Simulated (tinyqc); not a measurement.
Inside a calculation. Model: on-chip interconnect, size-dependent resistivity and RC delay.

Computed by the program tinyqc: `OMP_NUM_THREADS=1 python tinyqc.py 2100083 2100084 out.jsonl`, one thread of a shared Intel Xeon 2.30GHz, about 0.01 s for the whole run. Printed values are rounded.

A rectangular line between two neighbours and two ground planes. Surface and grain-boundary scattering are added to the bulk resistivity as corrections; capacitances are parallel-plate values without fringing; inductance is ignored.

Parameters, values chosen for the exercise; metal values close to those of copper: bulk resistivity rho0 = 1.7 uohm cm; bulk mean free path lam = 39.6 nm; specular share of surface scattering ps = 0.6; reflection coefficient of grain boundaries Rg = 0.5; grain size over the metal width gr = 2; drawn line width wd = 30 nm; aspect ratio, height over width AR = 2.3; liner on both walls and the bottom, not conducting tl = 2.8 nm; space to the neighbouring lines sp = 45 nm; dielectric height to the planes above and below hd = 42 nm; relative permittivity of the dielectric ek = 2.2; Miller factor of the neighbours Mf = 1; line length Lw = 180 um; driver resistance Rd = 410 ohm; load capacitance Cl = 0.11 fF; time step dt = 5 ps.

Constants: eps0 = 8.8541878128e-12 F/m. Results are converted to the units shown.

Range of the model: The metal width is under the mean free path, where the thick-limit surface term and the simple sum of corrections lose accuracy.

## Resistivity, resistance and capacitance per length

Metal width x = wd - 2 tl, height y = AR wd - tl; grain boundaries (Mayadas-Shatzkes): al = (lam/(gr x)) Rg/(1 - Rg), g = 1/[1 - 3 al/2 + 3 al^2 - 3 al^3 ln(1 + 1/al)] - 1; surfaces (Fuchs-Sondheimer, thick limit): s = (3/8) lam (1 - ps)(1/x + 1/y); rho = rho0 (1 + g + s); r = rho/(x y); c = eps0 ek (2 wd/hd + 2 Mf AR wd/sp).

x = 24.4 nm
y = 66.2 nm
al = 0.811475
g = 1.12339
s = 0.333171
rho = 4.17615 uohm cm
r = 25.8540 ohm/um
c = 0.0875637 fF/um

rho is 2.46 times the bulk value; grain boundaries add more (1.12 against 0.333). The liner takes 22.0 % of the cross-section.

## Ladder and Elmore delays

5 equal pi sections: series Rs = r Lw/5; node capacitances c Lw/5, halved at nodes 0 and 5, with Cl added to node 5; Rd feeds node 0. Elmore delay of node k: the sum, over the resistors on the path to k, of resistance times all capacitance downstream of it.

Rs = 930.746 ohm

```
node,C (fF),Elmore delay (ps)
0,1.57615,6.50730
1,3.15229,19.8126
2,3.15229,30.1839
3,3.15229,37.6213
4,3.15229,42.1246
5,1.68615,43.6940
```

The far-end value equals Rd (c Lw + Cl) + r Lw (c Lw/2 + Cl) for any number of pi sections; the line resistance contributes 85.1 % of it.

## Step 1: node voltages after a time step

```
node,v at t = 0 (V)
0,0
1,0
2,0
3,0
4,0
5,0
```

A 1 V step is applied behind Rd at t = 0. C dv/dt = -G v + b, with G the conductance matrix of the ladder (1/Rs between neighbours, 1/Rd added at node 0) and b = (1 V/Rd, 0, ...). Trapezoidal step: (C/dt + G/2) v(new) = (C/dt - G/2) v + b.

```
node,v at t = 1 dt (V)
0,1.29644
1,0.46001
2,0.16346
3,0.05874
4,0.02295
5,0.01410
```

Node 0 overshoots the 1 V source: the trapezoidal rule rings on modes much faster than dt.

## Step 2: node voltages after a time step

As before.

```
node,v at t = 2 dt (V)
0,0.559775
1,0.637513
2,0.383695
3,0.196511
4,0.102084
5,0.073590
```

## Course in time

A 1 V step is applied behind Rd at t = 0. C dv/dt = -G v + b, with G the conductance matrix of the ladder (1/Rs between neighbours, 1/Rd added at node 0) and b = (1 V/Rd, 0, ...). Trapezoidal step: (C/dt + G/2) v(new) = (C/dt - G/2) v + b. The last column solves the same ladder exactly by its modes.

Voltages (V):
```
t (ps),node 0,node 2,node 5,"node 5, exact"
5.000,1.296,0.1635,0.0141,0.0115
10.00,0.560,0.3837,0.0736,0.0820
15.00,1.116,0.4596,0.1768,0.1826
20.00,0.755,0.5354,0.2832,0.2834
25.00,1.032,0.5996,0.3751,0.3751
30.00,0.855,0.6482,0.4566,0.4561
35.00,0.997,0.6978,0.5276,0.5268
40.00,0.910,0.7343,0.5892,0.5885
45.00,0.984,0.7713,0.6429,0.6421
50.00,0.942,0.7994,0.6895,0.6888
55.00,0.981,0.8269,0.7301,0.7294
60.00,0.961,0.8486,0.7653,0.7646
```

The far end of the ladder reaches 0.5 V at 33.02 ps, 0.756 of its Elmore delay (ln 2 = 0.693 for a single pole); the slowest mode has a time constant of 35.79 ps. The largest error of the trapezoidal steps at that node is 8.4 mV. Node 0 swings up and down from step to step: the trapezoidal rule does not damp modes much faster than dt, so these swings are numerical.
